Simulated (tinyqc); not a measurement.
From results back to parameters: phonon-assisted absorption at an indirect gap. Three cases, with inputs chosen for the exercise.

Problem. One phonon: alpha = A [N (E - Eg + w)^2 + (N + 1)(E - Eg - w)^2], each term only above its threshold, N = 1/(exp(w/kB Tm) - 1). The first two energies lie below the emission threshold and the third above it.

Constants: kB = 8.617333262e-05 eV/K.

Case 1.

Values chosen (out of a larger set: loosely those of GaP at room temperature; Eg is not tied to T; not measured data): Es = (2.273, 2.329, 2.387) eV (three photon energies); Tm = 250 K.

alpha at the three energies (1/cm): 0.2666691  4.359964  24.45157

Case 2.

Values chosen (out of a larger set: loosely those of Si at room temperature; Eg is not tied to T; not measured data): Es = (1.091, 1.161, 1.224) eV (three photon energies); Tm = 300 K.

alpha at the three energies (1/cm): 0.1500055  2.468697  11.27149

Case 3.

Values chosen (out of a larger set: loosely those of Si at room temperature; Eg is not tied to T; not measured data): Es = (1.089, 1.161, 1.224) eV (three photon energies); Tm = 250 K.

alpha at the three energies (1/cm): 0.1372964  2.282045  12.48666

Find: slope sqrt(A N); threshold Eg - w; w; Eg; A.

Solution. sqrt(alpha) at the first two energies is a line with slope sqrt(A N) and intercept Eg - w. The excess at the third energy is A N exp(w/kB Tm) (E - (Eg - w) - 2w)^2, which has one root w with the emission threshold between the second and third energies.

Case 1.

slope sqrt(A N) = 28.07 1/(cm^(1/2) eV)
threshold Eg - w = 2.2546 eV
w = 46.4 meV
Eg = 2.301 eV
A = 6.0e+03 1/(cm eV^2)

Case 2.

slope sqrt(A N) = 16.91 1/(cm^(1/2) eV)
threshold Eg - w = 1.0681 eV
w = 57.9 meV
Eg = 1.126 eV
A = 2.4e+03 1/(cm eV^2)

Case 3.

slope sqrt(A N) = 15.83 1/(cm^(1/2) eV)
threshold Eg - w = 1.0656 eV
w = 59.4 meV
Eg = 1.125 eV
A = 3.7e+03 1/(cm eV^2)

Computed by tinyqc, one run a case: `OMP_NUM_THREADS=1 python tinyqc.py N N+1 out.jsonl` with N = 1652685, 1652718, 1652754; one thread of a shared Intel(R) Xeon(R) Processor @ 2.30GHz, about 0.01 s a run at most.
